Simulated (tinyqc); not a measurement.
Lateral field, substrate current, probability of reaching the oxide barrier and hot-carrier lifetime of a silicon transistor (pseudo-two-dimensional and lucky-electron models): one step, computed by the program tinyqc.

Local-field models: a lucky carrier gains its energy at the peak field over a path free of collisions. Voltages are magnitudes.

Task: Hot-carrier currents and lifetime. C_ox = 3.9 eps_0/t; F_sat = 2 v_s/mu; V_Dsat = V_ov F_sat L/(V_ov + F_sat L), V_ov = V_G - V_T; I_D/W = C_ox v_s (V_ov - V_Dsat). Scale length l = 0.22 t^(1/3) x_j^(1/2) (all in cm); F_m = sqrt(((V_D - V_Dsat)/l_e)^2 + F_sat^2), with l_e = l + L_n; length of the velocity-saturated region l_e ln((V_D - V_Dsat)/(l_e F_sat) + F_m/F_sat). Substrate current I_sub/I_D = (A_i/B_i)(V_D - V_Dsat) exp(-B_i/F_m); probability of reaching the oxide barrier exp(-phi_b/(e lambda F_m)); lifetime tau = (H/(I_D/W)) exp(phi_it/(e lambda F_m)).

Inputs (values chosen for the exercise, modelled on a silicon p-channel):
```
quantity                                value                      unit
channel length L                          200                        nm
oxide thickness t                         4.3                        nm
junction depth x_j                         31                        nm
mobility mu                               100                cm^2/(V s)
saturation velocity v_s                  0.68                  1e7 cm/s
threshold voltage V_T                    0.43                         V
gate voltage V_G                          1.5                         V
drain voltage V_D                         2.6                         V
ionisation prefactor A_i              7.7e+06                      1/cm
ionisation field B_i                      3.6                     MV/cm
hot-carrier mean free path lambda         5.2                        nm
oxide barrier phi_b                       4.6                        eV
interface-trap threshold phi_it           4.4                        eV
lifetime constant H                       200  s microampere/micrometre
length of the depleted extension L_n       11                        nm
```

Drain: lightly doped extension.

Constants: eps_0 = 8.8541878128e-12 F/m.

Give: I_sub/I_D; substrate current I_sub/W; probability of reaching phi_b; lifetime tau; exponent m = phi_it/(e lambda B_i).

Result:

I_sub/I_D = 0.002009

substrate current I_sub/W = 0.3315 microampere/micrometre

probability of reaching phi_b = 8.230e-09

lifetime tau = 6.557e+07 s

exponent m = phi_it/(e lambda B_i) = 2.350

Since both exponentials depend on 1/F_m, tau I_D scales about as (I_sub/I_D)^(-m) with m = 2.35, which lets I_sub serve as the monitor. The lifetime is 0.208 times ten years (3.156e8 s).
